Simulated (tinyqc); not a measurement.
Alloy A(1-x)B(x) by interpolation with bowing: sweeps and comparisons. A value that a table varies takes the place of the one given here.

Each gap follows E(x) = (1 - x) E_A + x E_B - C x (1 - x); the lattice constant follows Vegard, a(x) = (1 - x) a_A + x a_B.

Mass at Gamma from the Kane formula 1/m = F + Ep (Eg + 2 Dso/3)/(Eg (Eg + Dso)). F is fixed by the masses of A and B and interpolated linearly, as is Ep; Eg and Dso carry their bowing.

Constants: hc = 1239.841984 eV nm.

Parameters, chosen for this exercise (A near InP, B near GaP; shifted at random, so the results belong to these values and not to a real crystal):
- a = (5.866, 5.449) angstrom (lattice constant of A, B)
- Eg = (1.405, 2.859) eV (gap at Gamma to the s-like level of A, B)
- EgX = (2.395, 2.358) eV (gap to the lowest valley along Gamma-X of A, B)
- EgL = (1.985, 2.689) eV (gap to L of A, B)
- C = (0.742, 0.197, 1.028) eV (bowing of the Gamma, X and L gaps)
- Dso = (0.108, 0.079) eV (spin-orbit splitting of A, B)
- Ep = (20.9, 31.4) eV (Kane energy of A, B)
- me = (0.0801, 0.1301) m0 (electron mass at Gamma of A, B)
- Cs = 0 eV (bowing of Dso)
- x = 0.07 (fraction of B)

## Gaps across the alloy

Eleven compositions.

Gaps (eV):
```
x    a (angstrom)  Gamma      X      L  lowest  wavelength (nm)
0.0        5.8660  1.405  2.395  1.985   Gamma              882
0.1        5.8243  1.484  2.374  1.963   Gamma              836
0.2        5.7826  1.577  2.356  1.961   Gamma              786
0.3        5.7409  1.685  2.343  1.980   Gamma              736
0.4        5.6992  1.809  2.333  2.020   Gamma              686
0.5        5.6575  1.946  2.327  2.080   Gamma              637
0.6        5.6158  2.099  2.326  2.161   Gamma              591
0.7        5.5741  2.267  2.328  2.262       L              548
0.8        5.5324  2.449  2.334  2.384       X              531
0.9        5.4907  2.647  2.344  2.526       X              529
1.0        5.4490  2.859  2.358  2.689       X              526
```

What can be read from the table?

The lowest valley changes at x = 0.692 (Gamma to L, gap 2.253 eV) and x = 0.759 (L to X, gap 2.331 eV). The middle valley is lowest only in a narrow window, which small changes of the inputs would close. The Gamma gap is monotonic, since its bowing (0.742 eV) is smaller than the difference of the end gaps (1.454 eV); at x = 0.5 bowing lowers it by C/4 = 0.185 eV.

## Three ways to interpolate a mass

Linear in m, linear in 1/m, and the Kane formula.

Masses (m0):
```
x      Eg (eV)  linear in m  linear in 1/m    Kane  Kane m/Eg (1/eV)
0.000    1.405       0.0801         0.0801  0.0801            0.0570
0.125    1.506       0.0863         0.0841  0.0816            0.0542
0.250    1.629       0.0926         0.0886  0.0845            0.0519
0.375    1.776       0.0988         0.0936  0.0887            0.0500
0.500    1.946       0.1051         0.0992  0.0942            0.0484
0.625    2.140       0.1114         0.1054  0.1010            0.0472
0.750    2.356       0.1176         0.1125  0.1092            0.0463
0.875    2.596       0.1239         0.1207  0.1188            0.0458
1.000    2.859       0.1301         0.1301  0.1301            0.0455
```

How do the results move?

At x = 0.5 the three give 0.1051, 0.0992 and 0.0942; judged by the largest distance, the Kane value is closer to the interpolation in 1/m (largest distances 0.0109 m0 from the rule in m, 0.0049 m0 from the rule in 1/m). The ratio m/Eg varies by a factor of 1.25 while the gap varies by 2.03; a constant ratio is the two-band rule m = Eg/Ep at fixed Ep.

## What each parameter does

Gaps at x and the Kane mass. Each row changes one parameter from the base and keeps the others.

Results:
```
case                          Gamma (eV)  X (eV)  L (eV)  mass (m0)
base                              1.4585  2.3796  1.9674     0.0808
x = 0.11                          1.4923  2.3716  1.9618     0.0814
C = (0.842, 0.297, 1.128) eV      1.4520  2.3731  1.9608     0.0804
Eg = (1.475, 2.859) eV            1.5236  2.3796  1.9674     0.0806
EgX = (2.395, 2.24) eV            1.4585  2.3713  1.9674     0.0808
EgL = (1.886, 2.689) eV           1.4585  2.3796  1.8753     0.0808
Ep = (23, 34.5) eV                1.4585  2.3796  1.9674     0.0806
Cs = 0.05 eV                      1.4585  2.3796  1.9674     0.0807
```

How do the results move?

The largest shifts from the base row, up to three for each result and ties (the steps differ in size, so this ranks the rows, not the parameters). Gamma (eV): Eg +0.0651, x +0.0338, C -0.0065; unchanged at the printed digits by EgX, EgL, Ep and Cs. X (eV): EgX -0.0083, x -0.0079, C -0.0065; unchanged at the printed digits by Eg, EgL, Ep and Cs. L (eV): EgL -0.0921, C -0.0065, x -0.0056; unchanged at the printed digits by Eg, EgX, Ep and Cs. mass (m0): x +0.0006, C -0.0004, Ep -0.0001, Eg -0.0001, Cs -0.0001; unchanged at the printed digits by EgX and EgL.

Program tinyqc; command `OMP_NUM_THREADS=1 python tinyqc.py 1050346 1050347 out.jsonl`; about 0.01 s on one thread of a shared Intel(R) Xeon(R) Processor @ 2.30GHz.
